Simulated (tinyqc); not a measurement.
Band edges of strained Si(1-x)Ge(x) on relaxed Si(1-y)Ge(y): sweeps and comparisons. A value that a table varies takes the place of the one given here.

Values are linear in the Ge fraction but for ED(x) = linear - CD x (1 - x) and a(x) = linear - Ca x (1 - x). Energies are on the common scale of Ev.

Coherent growth on a (111) face: e_par = (a(y) - a(x))/a(x), e_perp = -(2 C11 + 4 C12 - 4 C44)/(C11 + 2 C12 + 4 C44) e_par; exx = eyy = ezz = (2 e_par + e_perp)/3 and exy = eyz = ezx = (e_perp - e_par)/3.

A valley with unit axis u lies at Ev + gap + (av + a_valley) tr(e) + Xu (u.e.u - tr(e)/3); the Delta axes are x, y, z and the L axes [111], [1-1-1], [-11-1], [-1-11]. The second-order shift of the Delta valleys under shear is left out; it lowers the pair normal to the sheared plane by tens of meV at a shear of 1 %.

Valence edges: Ev plus the levels of the 6 x 6 matrix of X, Y, Z times spin with -Dso/3 + l exx + m (eyy + ezz) on the diagonal (cyclic), n exy off it, l = av + 2 b, m = av - b, n = sqrt(3) d. Spin-orbit term (Dso/3) L.sigma on X, Y, Z with (L_k)_ij = -i epsilon_kij: <X+|H|Y+> = -i Dso/3, <X+|H|Z-> = Dso/3, <Y+|H|Z-> = -i Dso/3, <Z+|H|X-> = -Dso/3, <Z+|H|Y-> = i Dso/3, <X-|H|Y-> = i Dso/3, and their conjugates; + and - are the spin along z.

Coherent growth: e_par = (a(y) - a(x))/a(x). (001): e_perp = -2 (C12/C11) e_par; exx = eyy = e_par, ezz = e_perp, no shear. (111): e_perp = -(2 C11 + 4 C12 - 4 C44)/(C11 + 2 C12 + 4 C44) e_par; exx = eyy = ezz = (2 e_par + e_perp)/3 and exy = eyz = ezx = (e_perp - e_par)/3. (110): e_perp = -(C11 + 3 C12 - 2 C44)/(C11 + C12 + 2 C44) e_par; exx = eyy = (e_par + e_perp)/2, ezz = e_par, exy = (e_perp - e_par)/2, eyz = ezx = 0.

Values chosen for the exercise (end members near Si and Ge, in this order; the results hold for these values, not for the real material):
- a = (5.423, 5.653) angstrom (lattice constant)
- Dso = (0.044, 0.287) eV (spin-orbit splitting)
- av = (2.44, 1.25) eV (valence hydrostatic potential)
- b = (-2.08, -2.54) eV (tetragonal shear potential)
- d = (-4.77, -5.28) eV (trigonal shear potential)
- C11 = (166.8, 127.5) GPa
- C12 = (64.7, 48.2) GPa
- C44 = (79.6, 67) GPa
- Ev = (0, 0.69) eV (top of the unstrained valence band)
- ED = (1.165, 0.92) eV (gap to the Delta valleys)
- EL = (2.033, 0.735) eV (gap to the L valleys)
- aD = (1.79, 1.43) eV (hydrostatic potential of the Delta gap)
- aL = (-2.91, -2.67) eV (hydrostatic potential of the L gap)
- XuD = (9.46, 9.52) eV (uniaxial potential, Delta)
- XuL = (15.68, 14.8) eV (uniaxial potential, L)
- CD = 0.18 eV (bowing of the Delta gap)
- Ca = 0 angstrom (bowing of the lattice constant)
- face = 111 (growth face)
- y = 0.2 (Ge fraction of the relaxed buffer)
- x = 0 (Ge fraction of the layer)

## Composition of the layer

The buffer is kept. dEc = Ec(buffer) - Ec(layer), dEv = Ev(layer) - Ev(buffer); buffer edges Ev(y) and Ev(y) + min(ED, EL). The digit behind Delta or L counts whole valleys.

Results:

| x | e_par (%) | lowest valleys | gap (eV) | next valleys above (meV) | valence splitting (meV) | dEc (eV) | dEv (eV) |
|---|---|---|---|---|---|---|---|
| 0.00 | 0.85 | Delta6 | 1.132 | 678 | 90 | 0.004 | -0.049 |
| 0.11 | 0.38 | Delta6 | 1.110 | 686 | 36 | 0.005 | -0.028 |
| 0.32 | -0.50 | Delta6 | 1.014 | 581 | 33 | -0.013 | 0.087 |
| 0.43 | -0.96 | Delta6 | 0.952 | 481 | 55 | -0.033 | 0.168 |
| 0.54 | -1.41 | Delta6 | 0.894 | 375 | 74 | -0.059 | 0.252 |
| 0.64 | -1.82 | Delta6 | 0.847 | 276 | 89 | -0.089 | 0.330 |
| 0.75 | -2.26 | Delta6 | 0.799 | 162 | 105 | -0.128 | 0.417 |

The gap is 1.132 eV in the first row and 0.799 eV in the last. The lowest valleys are Delta6 throughout. Per 0.1 of x the valence offset moves by +62 meV on average; the conduction offset lies between -128 and +5 meV, not monotonically. Electrons and holes sit on opposite sides in every row (type II). Offsets below about 30 meV are within the spread of parameter sets, so those rows do not settle the type. Strains above 2 % can be kept only in layers of a few nanometres.

## Composition of the buffer

The layer is kept. dEc = Ec(buffer) - Ec(layer), dEv = Ev(layer) - Ev(buffer); buffer edges Ev(y) and Ev(y) + min(ED, EL). The digit behind Delta or L counts whole valleys.

Results:

| y | e_par (%) | lowest valleys | gap (eV) | next valleys above (meV) | valence splitting (meV) | dEc (eV) | dEv (eV) |
|---|---|---|---|---|---|---|---|
| 0.08 | 0.34 | Delta6 | 1.155 | 792 | 33 | 0.000 | -0.023 |
| 0.16 | 0.68 | Delta6 | 1.140 | 716 | 71 | 0.002 | -0.041 |
| 0.24 | 1.02 | Delta6 | 1.124 | 640 | 110 | 0.007 | -0.058 |
| 0.31 | 1.31 | Delta6 | 1.109 | 573 | 145 | 0.013 | -0.072 |
| 0.39 | 1.65 | Delta6 | 1.092 | 497 | 185 | 0.022 | -0.087 |
| 0.47 | 1.99 | Delta6 | 1.075 | 421 | 225 | 0.033 | -0.103 |
| 0.55 | 2.33 | Delta6 | 1.057 | 345 | 265 | 0.047 | -0.118 |

The gap is 1.155 eV in the first row and 1.057 eV in the last. The lowest valleys are Delta6 throughout. Per 0.1 of y the valence offset moves by -20 meV on average; the conduction offset lies between +0 and +47 meV. Electrons and holes sit on opposite sides in every row (type II). Offsets below about 30 meV are within the spread of parameter sets, so those rows do not settle the type. Strains above 2 % can be kept only in layers of a few nanometres.

## The same layer on three faces

dEc = Ec(buffer) - Ec(layer), dEv = Ev(layer) - Ev(buffer); buffer edges Ev(y) and Ev(y) + min(ED, EL). The digit behind Delta or L counts whole valleys.

Results:

| face | e_par (%) | lowest valleys | gap (eV) | next valleys above (meV) | valence splitting (meV) | dEc (eV) | dEv (eV) | Delta spread (meV) | L spread (meV) |
|---|---|---|---|---|---|---|---|---|---|
| (001) | 0.85 | Delta2 | 1.037 | 142 | 83 | 0.111 | -0.061 | 142 | 0 |
| (111) | 0.85 | Delta6 | 1.132 | 678 | 90 | 0.004 | -0.049 | 0 | 171 |
| (110) | 0.85 | Delta4 | 1.112 | 61 | 88 | 0.027 | -0.052 | 61 | 134 |

On (001) only the Delta valleys split (142 meV), on (111) only the L valleys (171 meV), on (110) both (61 and 134 meV). The lowest valleys are Delta2 on (001), Delta6 on (111) and Delta4 on (110); the smallest gap is 1.037 eV on (001) and the largest 1.132 eV on (111).

## What each parameter does

dEc = Ec(buffer) - Ec(layer), dEv = Ev(layer) - Ev(buffer); buffer edges Ev(y) and Ev(y) + min(ED, EL). Each row changes one parameter from the base and keeps the others.

Results:

| case | gap (eV) | valence splitting (meV) | dEc (eV) | dEv (eV) |
|---|---|---|---|---|
| base | 1.1321 | 90.3 | 0.0044 | -0.0494 |
| x = 0.03 | 1.1266 | 74.5 | 0.0052 | -0.0446 |
| y = 0.23 | 1.1259 | 105.1 | 0.0063 | -0.0555 |
| CD = 0.23 eV | 1.1321 | 90.3 | -0.0036 | -0.0494 |
| aL = (-3.346, -3.07) eV | 1.1321 | 90.3 | 0.0044 | -0.0494 |
| b = (-2.392, -2.921) eV | 1.1321 | 90.3 | 0.0044 | -0.0494 |
| C12 = (74.405, 55.43) GPa | 1.1293 | 93.5 | 0.0061 | -0.0482 |
| Dso = (0.051, 0.33) eV | 1.1334 | 89.0 | 0.0044 | -0.0506 |
| Ev = (0, 0.793) eV | 1.1321 | 90.3 | 0.0250 | -0.0700 |

The largest shifts from the base row, up to three for each result and ties (the steps differ in size, so this ranks the rows, not the parameters). gap (eV): y -0.0062, x -0.0055, C12 -0.0029; unchanged at the printed digits by CD, aL, b and Ev. valence splitting (meV): x -15.8, y +14.8, C12 +3.2; unchanged at the printed digits by CD, aL, b and Ev. dEc (eV): Ev +0.0206, CD -0.0080, y +0.0019; unchanged at the printed digits by aL, b and Dso. dEv (eV): Ev -0.0206, y -0.0061, x +0.0047; unchanged at the printed digits by CD, aL and b. The lowest valleys of the layer are Delta6, so among the conduction-band potentials only those of that family reach the gap and dEc; the buffer is unstrained. A shift large enough to swap the lowest family would change that.

Program tinyqc; command `OMP_NUM_THREADS=1 python tinyqc.py 1080997 1080998 out.jsonl`; about 0.01 s on one thread of a shared Intel(R) Xeon(R) Processor @ 2.30GHz.
